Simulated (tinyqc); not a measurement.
Chemical vapour deposition: Grove model, boundary layer, depletion and step coverage: one step, computed by the program tinyqc.

A precursor diffuses to the surface and reacts there at first order; each molecule that reacts adds one formula unit of film.

Question. Gas-phase and surface constants. k_s = k0 exp(-E/(k_B T)); C_g = Y p/(k_B T), 1 torr = 133.322 Pa; D = D0 (T/273.15)^1.75 (760/p). Temperatures in kelvin are T(C) + 273.15. Mean speed c = sqrt(8 k_B T/(pi M)); reactive sticking probability beta = 4 k_s/c.

Inputs (values chosen for the exercise, close to those used for silicon dioxide from an alkoxysilane): prefactor k0 of k_s = 2e+10 cm/s; activation energy E = 1.92 eV; temperature T = 780 C; total pressure p = 760 torr; mole fraction of the precursor Y = 0.01; gas diffusivity D0 at 273.15 K and 760 torr = 0.51 cm^2/s; precursor mass M = 208 u.

Reactor: horizontal, atmospheric.

Constants: k_B = 1.380649e-23 J/K; u = 1.6605390666e-27 kg; k_B = 8.617333262e-05 eV/K.

Give: surface rate constant k_s; precursor density C_g; gas diffusivity D; mean speed c; sticking probability beta.

Answer.

surface rate constant k_s = 12.972 cm/s

precursor density C_g = 6.9685e+16 1/cm^3

gas diffusivity D = 5.4104 cm^2/s

mean speed c = 32742 cm/s

sticking probability beta = 0.0015847
